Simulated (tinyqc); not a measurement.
Arrhenius plot: admittance spectroscopy and thermally stimulated current of one trap level in a depletion layer. Computed by tinyqc, a small Python program. Command: `OMP_NUM_THREADS=1 python tinyqc.py 3112149 3112150 out.jsonl admit walk`. One thread of a shared host (Intel(R) Xeon(R) Processor @ 2.30GHz), about 0.01 s of CPU time with the checks.

A Schottky junction on n-type material holds one donor-like electron trap; shallow donors are fully ionised and abrupt depletion edges are assumed.

Inputs (values chosen for the exercise, modelled on n-type silicon):

| quantity | value | unit |
|---|---|---|
| density-of-states mass m | 1.11 | m_0 |
| shallow doping N | 8.2e+15 | 1/cm^3 |
| trap density N_t | 2.5e+15 | 1/cm^3 |
| trap depth E_t below the band | 0.394 | eV |
| capture cross section sigma | 1.6e-14 | cm^2 |
| test frequency f | 300 | Hz |

Constants: k_B = 1.380649e-23 J/K; m_0 = 9.1093837015e-31 kg; h = 6.62607015e-34 J s; k_B = 8.617333262e-05 eV/K.

Method:
- N_c = 2 (2 pi m k_B T/h^2)^(3/2), v_th = sqrt(3 k_B T/m), emission rate e_n = sigma v_th N_c exp(-E_t/(k_B T)).
- Where the level crosses the Fermi level capture equals emission, so the trap follows the signal with the rate 2 e_n; G/omega peaks at omega = 2 e_n (the correction for large N_t/N is left out).
- Solve 2 e_n(T_p) = 2 pi f.
- T_p for 0.1, 0.3, 1, 3 and 10 f; least-squares lines of ln(e_n/T^2) and of ln(e_n) against 1/(k_B T), e_n = pi f; sigma = exp(intercept)/(v_th N_c/T^2).

peak temperature T_p = 210.473 K

Peaks:

| f (Hz) | T_p (K) | 1/(k_B T) (1/eV) | ln(e_n/T^2) | ln(e_n) |
|---|---|---|---|---|
| 30 | 191.79 | 60.507 | -5.9668 | 4.5459 |
| 90 | 200.29 | 57.939 | -4.9550 | 5.6445 |
| 300 | 210.47 | 55.135 | -3.8502 | 6.8485 |
| 900 | 220.67 | 52.587 | -2.8462 | 7.9471 |
| 3000 | 232.99 | 49.807 | -1.7509 | 9.1511 |

depth from e_n/T^2 = 0.394 eV

cross section from the intercept = 1.60e-14 cm^2

depth without the T^2 = 0.43035 eV

What does the comparison show, and why?

Leaving out T^2 adds 36 meV, near 2 k_B T_p = 36 meV. Caution: N_t/N is not small, so the peak moves away from omega = 2 e_n.

Extremes, crossings and ranges named in words are read from the listed rows.
